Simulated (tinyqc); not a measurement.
## Vertical double-diffused power MOSFET, components of the on-resistance: On-resistance against the gap between neighbouring p bodies

Stripe cells of pitch Wp + a, two channels a cell. Current flows through the channels, spreads in the accumulation layer, passes the gap between the p bodies and spreads at 45 degrees into the drift layer below them. Low drain voltage, full ionisation.

Triangular field at breakdown with Ec = Kc N^(1/8): BV = eps0 eps_r Ec^2/(2 q N), so N = (eps0 eps_r Kc^2/(2 q BV))^(4/3); W = 2 BV/Ec; mu = mud (T/300 K)^(-bt); rho = 1/(q mu N); ideal resistance rho W. Pitch p = Wp + a, Cox = 3.9 eps0/tox; zero-bias depletion in the gap w0 = sqrt(2 eps0 eps_r Vbi/(q N Nj)), open gap g = a - 2 w0; R_ch = Lc p/(2 mch Cox Vov); R_acc = 0.6 a p/(4 mac Cox Vov), 0.6 being an empirical factor for current leaving the layer along its length; R_gap = (rho/Nj) xp p/g; spreading depth t = min(W, (p - g)/2); R_drift = (rho p/2) ln((g + 2 t)/g) + rho (W - t); R_on = the sum with Rs.

Values chosen for this exercise; bulk values close to those of silicon:
- T = 300 K (temperature)
- eps_r = 11.6 (relative permittivity)
- Kc = 4100 V/cm per (cm^-3)^(1/8) (critical-field constant)
- BV = 60 V (rated breakdown voltage of the drift layer)
- mud = 1220 cm^2/(V s) (drift mobility at 300 K)
- bt = 2 (temperature exponent of the drift mobility)
- tox = 45 nm (gate oxide thickness (eps_r 3.9))
- Vov = 5 V (gate overdrive)
- mch = 280 cm^2/(V s) (channel mobility)
- mac = 540 cm^2/(V s) (accumulation-layer mobility)
- Lc = 1.3 um (channel length)
- Wp = 6.6 um (width of the p body in one cell, channels included)
- xp = 1.3 um (depth of the p body)
- Nj = 3 (doping of the gap over the drift doping)
- Vbi = 0.803 V (built-in voltage of the body junction)
- Rs = 0.41 mohm cm^2 (substrate and contact resistance)

Constants: q = 1.602176634e-19 C, eps0 = 8.8541878128e-14 F/cm where lengths are in cm. Results are converted to the units shown.

The same in every row: ideal (mohm cm^2) = 0.1760.

Result of one run:
```
R_ch (mohm cm^2)  R_acc (mohm cm^2)  R_gap (mohm cm^2)  R_drift (mohm cm^2)  R_on (mohm cm^2)  largest term
0.4659                      0.06132             0.2807               0.5116             1.729         drift
```

Which gap between neighbouring p bodies a gave this result: 1.1, 1.7, 6, 9.2 or 14 um?

a = 1.1 um.

The whole series:
```
a (um)  R_ch (mohm cm^2)  R_acc (mohm cm^2)  R_gap (mohm cm^2)  R_drift (mohm cm^2)  R_on (mohm cm^2)  largest term
0.48              0.4284            0.02460              2.211               0.8989             3.973           gap
0.73              0.4435            0.03874             0.5650               0.6367             2.094         drift
1.1               0.4659            0.06132             0.2807               0.5116             1.729         drift
1.7               0.5022             0.1022             0.1631               0.4212             1.599       channel
2.6               0.5566             0.1732             0.1069               0.3559             1.603       channel
3.9               0.6353             0.2965            0.07672               0.3081             1.727       channel
6                 0.7624             0.5473            0.05755               0.2695             2.047       channel
9.2               0.9560              1.052            0.04593               0.2412             2.705  accumulation
14                 1.246              2.088            0.03875               0.2210             4.004  accumulation
```

R_on goes from 3.97 through a minimum of 1.60 (at a = 1.7 among the rows listed) to 4.00 mohm cm^2. The gap term is the largest at a = 0.48, the drift term from 0.73, the channel term from 1.7, the accumulation term from 9.2 on. R_on is 22.6 times the ideal drift resistance in the first row and 22.8 times in the last. A narrow gap chokes the current while a wide one lengthens the pitch and so dilutes the channels, which gives the minimum.

tinyqc, about 0.01 s, one thread, Intel Xeon 2.30GHz (shared host): `OMP_NUM_THREADS=1 python tinyqc.py 2230113 2230114 out.jsonl`
